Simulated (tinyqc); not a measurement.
Worked calculation: inverse iteration on a symmetric matrix. Computed by tinyqc, a small Python program that keeps every step. Settings: method = inverse, shift = 1.24. Command: `OMP_NUM_THREADS=1 python tinyqc.py 29165 29166 out.jsonl` (the two numbers bound the seeds that draw the settings). One thread of a shared host (Intel(R) Xeon(R) Processor @ 2.60GHz), about 0.01 s of CPU time with the checks.

## Step 1

A, lower triangle:
```
,1,2,3,4
1,0.06000
2,-1.22000,2.18000
3,1.25300,0.23800,2.81800
4,0.73500,1.00300,0.53000,3.63100
```

vector v at the start: 0.50000  0.50000  0.50000  0.50000

shift = 1.24000

solve (A - shift) w = v; v' = w/|w| with its largest component positive (the first on a tie); lambda = v'^T A v'.

vector after step 1: -0.30938  0.36170  0.84567  0.24143

Rayleigh quotient after step 1 = 2.56273

## Step 2

As before.

vector after step 2: 0.04074  0.71116  0.62163  -0.32583

Rayleigh quotient after step 2 = 2.08122

## Step 3

As before.

vector after step 3: -0.27276  0.60726  0.61271  -0.42594

Rayleigh quotient after step 3 = 2.06277

## Course of the iteration

Stop when the residual |A v - lambda v| is below 1e-9.

Steps:
```
step,lambda,residual
1,2.5627349,1.91e+00
2,2.0812232,8.78e-01
3,2.0627733,2.98e-01
4,2.0685665,1.01e-01
5,2.0698308,3.51e-02
6,2.0700185,1.25e-02
7,2.0700427,4.50e-03
8,2.0700455,1.64e-03
9,2.0700458,6.03e-04
10,2.0700458,2.24e-04
11,2.0700458,8.38e-05
12,2.0700458,3.17e-05
13,2.0700458,1.21e-05
14,2.0700458,4.69e-06
15,2.0700458,1.83e-06
16,2.0700458,7.25e-07
17,2.0700458,2.89e-07
18,2.0700458,1.17e-07
19,2.0700458,4.72e-08
20,2.0700458,1.93e-08
21,2.0700458,7.90e-09
22,2.0700458,3.25e-09
23,2.0700458,1.34e-09
24,2.0700458,5.56e-10
```

all eigenvalues, for comparison: -1.07216  2.07005  3.23139  4.45972

Converged in 24 steps.
